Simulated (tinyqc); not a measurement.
X-ray photoelectron analysis of a thin oxide on a semiconductor: attenuation lengths, thickness, angle series and band offsets. From ratio R back to oxide thickness d. Computed by tinyqc, a small Python program. Command: `OMP_NUM_THREADS=1 python tinyqc.py 3112937 3112938 out.jsonl xps inv`. One thread of a shared host (Intel(R) Xeon(R) Processor @ 2.30GHz), about 0.01 s of CPU time with the checks.

The same element is seen in the oxide and in the substrate, at nearly the same kinetic energy; films are flat and uniform, and the work function is ignored.

Inputs (values chosen for the exercise, modelled on SiO2 on silicon):
```
quantity                                          value     unit
photon energy                                       650       eV
binding energy of the core level                   99.4       eV
oxide density                                      2.14   g/cm^3
oxide formula mass                                60.08    g/mol
valence electrons per oxide formula                  16        -
oxide gap                                          8.91       eV
substrate density                                  2.33   g/cm^3
substrate formula mass                            28.09    g/mol
valence electrons per substrate formula               4        -
substrate gap                                      1.12       eV
emission angle from the normal                       55  degrees
attenuation length over inelastic mean free path    0.9        -
carbon overlayer                                   0.57       nm
```

Method:
- TPP-2M: lambda = E/(E_p^2 [b ln(c E) - C/E + D/E^2]) in angstrom, E_p = 28.8 sqrt(N_v rho/M), b = -0.10 + 0.944/sqrt(E_p^2 + E_g^2) + 0.069 rho^0.1, c = 0.191/sqrt(rho), U = N_v rho/M, C = 1.97 - 0.91 U, D = 53.4 - 20.8 U, with E = photon energy less binding energy in eV.
- Attenuation length L = factor x lambda.
- R_0 = (rho_o/M_o) L_o/((rho_s/M_s) L_s); peak ratio R = I_ox/I_sub = R_0 [exp(d/(L_o cos theta)) - 1]; hence d = L_o cos theta ln(1 + R/R_0). A carbon layer weakens both peaks alike, by exp(-d_C/(L_o cos theta)) if its L is taken equal to L_o. This R_0 leaves out intrinsic losses from the substrate peak, so calibrated values can be larger.

Question. A run gave the result below. Find the oxide thickness d, known to lie between 1.2 and 2.7 nm.

ratio R = 2.39541

Answer.

Each step takes the trial c = (a f_b - b f_a)/(f_b - f_a), f being the result less the target and a, b, c the logarithms of the listed values; c replaces end b, the old b replaces a if the sign of f changed, and otherwise f_a is halved.

Scan of the range:
```
oxide thickness d (nm)  ratio R
1.20                    1.27210
1.37                    1.60916
1.57                    2.08640
1.80                    2.76704
2.06                    3.75033
2.36                    5.25234
2.70                    7.59808
```

False position (Illinois rule, in the logarithm of the input) inside the bracket:
```
step    end a    end b    trial  ratio R
1     1.57000  1.80000  1.67053  2.36479
2     1.80000  1.67053  1.68005  2.39263
3     1.80000  1.68005  1.68176  2.39766
4     1.68005  1.68176  1.68100  2.39541
5     1.68176  1.68100  1.68100  2.39541
```

Ratio R rises at every point of a 13-point scan of the range (every second point is shown), so one value fits; it is bracketed by 1.57 and 1.80. Answer: oxide thickness d = 1.681 nm.
